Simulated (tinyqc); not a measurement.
Free and trapped electrons in a MOS channel with a dense trap tail: two steps of the calculation.

p-type body, charge-sheet picture, full ionisation (an idealisation for deep acceptors), Boltzmann statistics for free electrons. e = Ec - EF at the surface. Acceptor-like traps of density D(E) = D0 + De exp(-E/Ew) at depth E below Ec, from 0 to Eu, hold n_t = integral of D(E)/(1 + exp((e - E)/Vt)). psi = Eg - Vt ln(Nv/Na) - e; N_dep = sqrt(2 eps0 eps_r Na (psi - Vt)/q); n_f = sqrt(N_dep^2 + 2 eps0 eps_r Vt Nc exp(-e/Vt)/q) - N_dep; Vg = Vfb + psi + q (N_dep + n_t + n_f)/Cox, Cox = eps0 eox/tox.

Inputs (values chosen for the exercise); band and dielectric values close to those of gallium nitride:
```
symbol    value         unit                                             meaning
T           300            K                                         temperature
Eg         3.37           eV                                            band gap
eps_r      9.46                                            relative permittivity
Nc      2.29e18        cm^-3              conduction-band density of states at T
Nv       4.6e19        cm^-3                 valence-band density of states at T
eox         3.9                           relative permittivity of the insulator
tox          31           nm                                 insulator thickness
Na         7e15        cm^-3                                    acceptor density
Vfb       -2.33            V            flat-band voltage without trapped charge
D0       1.5e10  cm^-2 eV^-1  constant background density of acceptor-like traps
De       9.1e12  cm^-2 eV^-1          density of the tail at the conduction edge
Ew         0.09           eV                            decay energy of the tail
Eu         0.51           eV        depth below Ec down to which the traps reach
mf          170   cm^2/(V s)                          mobility of free electrons
e          0.03           eV                              Ec - EF at the surface
```

Constants: q = 1.602176634e-19 C, kB = 1.380649e-23 J/K, Vt = kB T/q, eps0 = 8.8541878128e-14 F/cm where lengths are in cm. Results are converted to the units shown.

Problem 1. Trapped charge. Trapezoid rule on 13 equal steps from 0 to Eu, f = 1/(1 + exp((e - E)/Vt)).

Wanted: E; D(E) f; n_t.

Solution 1.

```
point,E (eV),D(E) f (cm^-2 eV^-1)
0,0,2.175e12
1,0.03923,3.471e12
2,0.07846,3.312e12
3,0.1177,2.395e12
4,0.1569,1.595e12
5,0.1962,1.043e12
6,0.2354,6.803e11
7,0.2746,4.454e11
8,0.3138,2.933e11
9,0.3531,1.950e11
10,0.3923,1.314e11
11,0.4315,9.028e10
12,0.4708,6.368e10
13,0.5100,4.648e10
```

n_t = 5.816e11 cm^-2

Problem 2. Charges and gate voltage. psi, N_dep, n_f and Vg as defined, with the n_t given; free share n_f/(n_f + n_t); apparent mobility mf n_f/(n_f + n_t); gate voltage spent on traps q n_t/Cox.

n_t = 5.8164279e11 cm^-2

Wanted: psi; N_dep; n_f; Vg; free share; apparent mobility; gate voltage spent on traps.

Solution 2.

psi = 3.1127 V
N_dep = 4.7532e11 cm^-2
n_f = 1.7267e11 cm^-2
Vg = 2.5514 V
free share = 22.891 %
apparent mobility = 38.914 cm^2/(V s)
gate voltage spent on traps = 0.83659 V

Numbers from tinyqc (`OMP_NUM_THREADS=1 python tinyqc.py 2222163 2222164 out.jsonl`; about 0.02 s on one thread of a shared Intel Xeon 2.30GHz).
